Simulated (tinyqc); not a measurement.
From results back to parameters: six-band hole subbands of a thin body in a field. Three cases, with inputs chosen for the exercise.

Problem. Without spin-orbit coupling the masses along a normal n are the inverse eigenvalues of C(n n^T)/c: 1/(g1 - 2 g2) twice and 1/(g1 + 4 g2) on (001); 1/(g1 - 2 g3) twice and 1/(g1 + 4 g3) on (111); on (110) 1/(g1 + g2 - 3 g3), 1/(g1 - 2 g2) and 1/(g1 + g2 + 3 g3). Three masses were computed from hidden g1, g2, g3.

Find: g1, g2, g3; heaviest mass on (110).

Method. The inverse masses on (001) differ by 6 g2, which gives g2 and g1; g3 = (g1 - 1/m(111))/2.

Case 1.

heavy and light mass on (001) (m0): 0.277008  0.176991

heavy mass on (111) = 0.719424 m0

Solution.

g1, g2, g3: 4.29  0.34  1.45

heaviest mass on (110) = 3.57 m0

Case 2.

heavy and light mass on (001) (m0): 0.279330  0.177936

heavy mass on (111) = 0.735294 m0

Solution.

g1, g2, g3: 4.26  0.34  1.45

heaviest mass on (110) = 4.00 m0

Case 3.

heavy and light mass on (001) (m0): 0.275482  0.176367

heavy mass on (111) = 0.709220 m0

Solution.

g1, g2, g3: 4.31  0.34  1.45

heaviest mass on (110) = 3.33 m0

Computed by tinyqc, one run a case: `OMP_NUM_THREADS=1 python tinyqc.py N N+1 out.jsonl` with N = 1281351, 1281374, 1281461; one thread of a shared Intel(R) Xeon(R) Processor @ 2.30GHz, about 0.8 s a run at most.
